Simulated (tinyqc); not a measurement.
From radial stress at the wall s0 back to film Young's modulus E: thermal stress, cracking, delamination and buckling of a thin film; Griffith cracks and misfitting inclusions. Computed by tinyqc, a small Python program. Command: `OMP_NUM_THREADS=1 python tinyqc.py 3026138 3026139 out.jsonl filmcrack inv`. One thread of a shared host (Intel(R) Xeon(R) Processor @ 2.30GHz), about 0.01 s of CPU time with the checks.

Isotropic linear elasticity; the substrate is much thicker than the film; stress is positive in tension.

Inputs (values chosen for the exercise, modelled on a GaN film on silicon):
```
quantity,value,unit
film Poisson ratio nu,0.21,-
film expansion alpha_f,5.54,1e-6/K
substrate expansion alpha_s,3.5,1e-6/K
deposition temperature T_d,600,K
final temperature T,300,K
intrinsic stress,490,MPa
film thickness h,0.075,micrometre
substrate Young's modulus E_s,136,GPa
substrate Poisson ratio nu_s,0.21,-
inclusion radius R,2.5,micrometre
```

Inclusion: sphere.

Method. Thermal strain = (alpha_f - alpha_s)(T_d - T); stress = E/(1 - nu) x strain + intrinsic stress; plane-strain modulus Ebar = E/(1 - nu^2); G0 = stress^2 h/(2 Ebar) is the energy freed per area when a long strip loses its stress across its width. Film material fills a sphere of radius R in the substrate, with the misfit e = thermal strain (it wants to shrink if e > 0). Radial stress at the wall s0 = e/[(1 - 2 nu)/E + (1 + nu_s)/(2 E_s)]; inside it is uniform and hydrostatic; outside s_rr = s0 (R/r)^3, s_tt = -s_rr/2. Keep-out radius: where |s_rr| falls to 10 MPa (R if it is lower at the wall).

Problem. A run gave the result below. Find the film Young's modulus E, known to lie between 150 and 380 GPa.

radial stress at the wall s0 = 91.80226 MPa

Solution.

Each step takes the trial c = (a f_b - b f_a)/(f_b - f_a), f being the result less the target and a, b, c the logarithms of the listed values; c replaces end b, the old b replaces a if the sign of f changed, and otherwise f_a is halved.

Scan of the range:
```
film Young's modulus E (GPa),radial stress at the wall s0 (MPa)
150,73.600
175,78.837
204,83.931
239,89.014
279,93.759
325,98.185
380,102.429
```

False position (Illinois rule, in the logarithm of the input) inside the bracket:
```
step,end a,end b,trial,radial stress at the wall s0 (MPa)
1,239.000,279.000,261.752,91.8316
2,239.000,261.752,261.261,91.7743
3,261.752,261.261,261.500,91.8023
4,261.261,261.500,261.500,91.8023
```

Radial stress at the wall s0 rises at every point of a 13-point scan of the range (every second point is shown), so one value fits; it is bracketed by 239 and 279. Answer: film Young's modulus E = 261.5 GPa.
